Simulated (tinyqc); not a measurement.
Changing the HCl added: speciation in dilute and buffered hydrofluoric acid, oxide etch rate and bath loading. Computed by tinyqc, a small Python program. Command: `OMP_NUM_THREADS=1 python tinyqc.py 3120223 3120224 out.jsonl hfetch sweep`. One thread of a shared host (Intel(R) Xeon(R) Processor @ 2.30GHz), about 0.01 s of CPU time with the checks.

Concentrations stand for activities, NH4+ and Cl- are spectators, and water ionisation is neglected. H, F and HF2 denote the ions H+, F- and HF2-. The base temperature is 298 K.

Inputs (values chosen for the exercise, of the order of those for thermal oxide at room temperature): HF added = 0.13 mol/L; NH4F added = 0.095 mol/L; K1 = [H][F]/[HF] = 0.000752 mol/L; K2 = [HF2]/([HF][F]) = 3.65 L/mol; K3 = [H2F2]/[HF]^2 = 0 L/mol; rate constant of neutral HF k_a = 15 nm L/(min mol); rate constant of HF2 k_b = 70 nm L/(min mol); activation energy = 0.36 eV; temperature error = 0.34 K; oxide removed per wafer = 11 nm.

Constants: k_B = 8.617333262e-05 eV/K.

Method:
- Fluoride balance: [HF] + [F] + 2 [HF2] + 2 [H2F2] = HF added + NH4F added. Acid balance: [H] + [HF] + [HF2] + 2 [H2F2] = HF added + HCl added. For a trial [H], [HF] = [H][F]/K1, and the fluoride balance is a quadratic in [F].
- The root is refined to 1e-13 in pH = -log10 [H].
- Rate = k_a ([HF] + 2 [H2F2]) + k_b [HF2], an empirical two-term form.
- Time = oxide/rate; a temperature error changes the rate by exp((E_a/k_B)(1/298 - 1/(298 + error))) - 1.

One run for each value:
```
HCl added (mol/L)  etch rate (nm/min)       pH  [HF2] (mol/L)  share of HF2 in the rate (%)
0.001                          3.3851   2.9467     2.6128e-02                    5.4030e+01
0.0026                         3.4015   2.9306     2.6002e-02                    5.3509e+01
0.0067                         3.4407   2.8892     2.5629e-02                    5.2141e+01
0.017                          3.5220   2.7835     2.4394e-02                    4.8484e+01
0.045                          3.6243   2.4752     1.9082e-02                    3.6855e+01
0.12                           3.4518   1.4751     3.7114e-03                    7.5265e+00
0.3                            3.3892   0.6851     6.6030e-04                    1.3638e+00
0.77                           3.3794   0.1704     2.0452e-04                    4.2363e-01
2                              3.3766  -0.2799     7.2785e-05                    1.5089e-01
```

Over the rows, etch rate (nm/min) goes from 3.39 through a maximum among these rows, 3.62 at 0.0450, to 3.38; pH falls from 2.95 to -0.280; [HF2] (mol/L) falls from 0.0261 to 7.28e-5 (exponent d ln y / d ln x -0.0051 between the first rows and -1.1 between the last). Added acid turns F and HF2 into neutral HF, the slower species in this rate law.

Caution (rows 0.770, 2.00): at ionic strengths above about 0.5 mol/L activities differ much from concentrations, so pH and rates are only indicative.

Extremes, crossings and ranges named in words are read from the listed rows.
